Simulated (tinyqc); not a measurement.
Inside a calculation: metal-induced gap states at the contact of a metal chain and a two-band chain. Values are carried at full precision from step to step, so a last printed digit may differ when a step is redone from the rounded ones.

The semiconductor alternates sites A at -Eg/2 and C at +Eg/2 with hopping -t; the gap runs from -Eg/2 to Eg/2. In the gap cosh(q a) = 1 + (Eg^2/4 - E^2)/(2 t^2) and the amplitude changes by -exp(-q a) a period. The metal has site energy 0 and hopping -tm; its end site has g_m = (E - i sqrt(4 tm^2 - E^2))/(2 tm^2). Sites 1, 2, ... count into the semiconductor, with energies e1, e2 alternating. The clean half chain has g1 = 1/(E - e1 - t^2 g2), g2 = 1/(E - e2 - t^2 g1), decaying root. With the contact G11 = 1/(1/g1 - tc^2 g_m), and the density on site j is -Im G_jj/pi = |psi_j/psi_1|^2 (-Im G11/pi), per spin, with psi_2/psi_1 = -t g2, psi_3/psi_2 = -t g1.

Constants: e^2/(4 pi eps0) = 14.39964547 eV angstrom.

Parameters, chosen for this exercise (gap and optical dielectric constant near those of SiO2; the chain itself is a model; shifted at random, so the results belong to these values and not to a real crystal): Eg = 9.25 eV (gap); t = 3.1 eV (hopping in the semiconductor); a = 3.1 angstrom (period (two sites); one chain for each area a^2); E = -0.24 eV (energy from mid-gap); tm = 3.7 eV (hopping in the metal); tc = 1.08 eV (hopping across the contact); end = A (site that touches the metal); eps = 2.2 (dielectric constant).

## Decay in the gap

Form cosh(q a), l = exp(-q a), q and the decay length 1/(2q) of the density.

cosh(q a) = 2.10994
l = 0.25203
q = 0.44459 1/angstrom
xi, the decay length of the density = 1.125 angstrom

## Green functions

The decaying root is g1 = (1 - l)/(E - e1), g2 = (1 - l)/(E - e2), l = exp(-q a). Form them, g_m and G11.

g1, g2 (1/eV): 0.17058  -0.15375

g_m = -0.00877-0.27013i 1/eV
G11 = 0.16979-0.00911i 1/eV

## Density site by site

D1 = -Im G11/pi, D2 = (t g2)^2 D1, and each further period multiplies by l^2. The sum over all sites is (D1 + D2)/(1 - l^2). The Green functions stand in the order g1, g2.

density on sites 1 to 8 (1/eV): 0.00290  0.00066  0.00018  0.00004  0.00001  0.00000  0.00000  0.00000

Ds, the density per spin summed over the semiconductor = 0.00380 1/eV

The first period holds 94 % of the gap states at this energy.

## Pinning factor

Gap states per area N = 2 Ds/a^2 (two spins). Charge in them sits a distance xi from the metal, so S = 1/(1 + 4 pi e^2 N xi/eps), e^2 meaning e^2/(4 pi eps0); S is the change of the barrier per change of the metal work function.

N = 7.908e+12 1/(eV cm^2)
4 pi e^2 N xi/eps = 0.0731
S = 0.9318

Weak pinning, nearer the Schottky limit S = 1.

## Checks

- g1 from the closed form against decimation: both 0.170576.

Computed by tinyqc, a small Python program: `OMP_NUM_THREADS=1 python tinyqc.py 1480509 1480510 out.jsonl` (the numbers bound the seed that draws the inputs); one thread of a shared host (Intel(R) Xeon(R) Processor @ 2.30GHz), about 0.01 s for the whole set of steps.
